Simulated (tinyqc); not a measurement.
Specific resistance of a metal-semiconductor contact and its transmission-line measurement. Inputs raised by 10 %, one at a time. Computed by tinyqc, a small Python program. Command: `OMP_NUM_THREADS=1 python tinyqc.py 3016110 3016111 out.jsonl contact sens`. One thread of a shared host (Intel(R) Xeon(R) Processor @ 2.30GHz), about 0.01 s of CPU time with the checks.

The barrier is parabolic (depletion approximation), energies E are normal energies counted from the band edge in the neutral semiconductor (downwards for holes), and the bias is zero. xi is an input, held fixed when other inputs move.

Inputs (values chosen for the exercise, modelled on n-type 4H-SiC):

| quantity | value | unit |
|---|---|---|
| tunnelling mass m | 0.28 | m_0 |
| permittivity eps | 9.7 | - |
| Richardson constant A* | 142 | A/(cm^2 K^2) |
| barrier height phi_B | 1.3 | eV |
| doping N | 2.5e+19 | 1/cm^3 |
| Fermi level above the band edge in the bulk, xi | 0.021 | eV |
| temperature T | 300 | K |
| sheet resistance R_sh | 400 | ohm |
| contact length d | 1.6 | micrometre |
| contact width W | 1.8 | micrometre |

Image-force lowering: included.

Constants: hbar = 1.054571817e-34 J s; eps_0 = 8.8541878128e-12 F/m; m_0 = 9.1093837015e-31 kg; k_B = 8.617333262e-05 eV/K; e = 1.602176634e-19 C.

Method:
- E_00 = (e hbar/2) sqrt(N/(eps eps_0 m)); band bending E_b = phi_B + xi; depletion width w = sqrt(2 eps eps_0 E_b/(e^2 N)). Image lowering d_phi = (e^3 N E_b/(8 pi^2 (eps eps_0)^3))^(1/4) (E_b in volts), and E_b - d_phi replaces E_b everywhere except in w.
- WKB transmission for E < E_b, with a = E/E_b: D = exp{-(E_b/E_00) [sqrt(1 - a) - a ln((1 + sqrt(1 - a))/sqrt(a))]}; D = 1 above.
- At zero bias 1/rho_c = (e A*/k_B^2) int D(E) f(E) dE, f = 1/(1 + exp((E - xi)/k_B T)); 200 Gauss-Legendre points from 0 to E_b, and k_B T ln(1 + exp((xi - E_b)/k_B T)) for the part above the barrier; the share of tunnelling is the part below.
- Transmission-line model: transfer length L_T = sqrt(rho_c/R_sh); R_c = (R_sh L_T/W) coth(d/L_T). Limits: rho_c/(W d) for d << L_T, sqrt(rho_c R_sh)/W for d >> L_T.

Runs:

| input moved | from | to | specific contact resistance rho_c (ohm cm^2) | contact resistance R_c (ohm) | transfer length L_T (micrometre) | depletion width (nm) |
|---|---|---|---|---|---|---|
| base run | - | - | 0.0254 | 8.811e+05 | 79.6 | 7.527 |
| permittivity eps | 9.7 | 10.67 | 0.0677 | 2.352e+06 | 130.1 | 7.894 |
| Richardson constant A* (A/(cm^2 K^2)) | 142 | 156.2 | 0.0231 | 8.010e+05 | 75.9 | 7.527 |
| barrier height phi_B (eV) | 1.3 | 1.43 | 0.2040 | 7.083e+06 | 225.8 | 7.888 |
| doping N (1/cm^3) | 2.5e+19 | 2.75e+19 | 0.0117 | 4.061e+05 | 54.1 | 7.176 |
| temperature T (K) | 300 | 330 | 0.0171 | 5.931e+05 | 65.3 | 7.527 |
| contact length d (micrometre) | 1.6 | 1.76 | 0.0254 | 8.010e+05 | 79.6 | 7.527 |
| contact width W (micrometre) | 1.8 | 1.98 | 0.0254 | 8.010e+05 | 79.6 | 7.527 |

Exponents ln(y'/y) / ln(x'/x):

| input | specific contact resistance rho_c | contact resistance R_c | transfer length L_T | depletion width |
|---|---|---|---|---|
| permittivity eps | 10.304 | 10.303 | 5.152 | 0.500 |
| Richardson constant A* | -1.000 | -1.000 | -0.500 | 0.000 |
| barrier height phi_B | 21.869 | 21.868 | 10.934 | 0.492 |
| doping N | -8.129 | -8.128 | -4.065 | -0.500 |
| temperature T | -4.155 | -4.154 | -2.077 | 0.000 |
| contact length d | 0.000 | -1.000 | 0.000 | 0.000 |
| contact width W | 0.000 | -1.000 | 0.000 | 0.000 |

Which inputs matter most for each result?

Among the inputs moved here: specific contact resistance rho_c answers most in size to barrier height phi_B (exponent +21.869), next to permittivity eps (+10.304); its exponent is below 0.0005 for contact length d, contact width W. Its exponent -1.000 in Richardson constant A*: the supply of carriers. Contact resistance R_c answers most in size to barrier height phi_B (exponent +21.868), next to permittivity eps (+10.303). Its exponent -1.000 in contact length d: a short contact. Transfer length L_T answers most in size to barrier height phi_B (exponent +10.934), next to permittivity eps (+5.152); its exponent is below 0.0005 for contact length d, contact width W. depletion width answers most in size to permittivity eps (exponent +0.500), and about equally to doping N (-0.500), barrier height phi_B (+0.492); its exponent is below 0.0005 for Richardson constant A*, temperature T, contact length d, contact width W. Its exponent -0.500 in doping N: the depletion approximation.
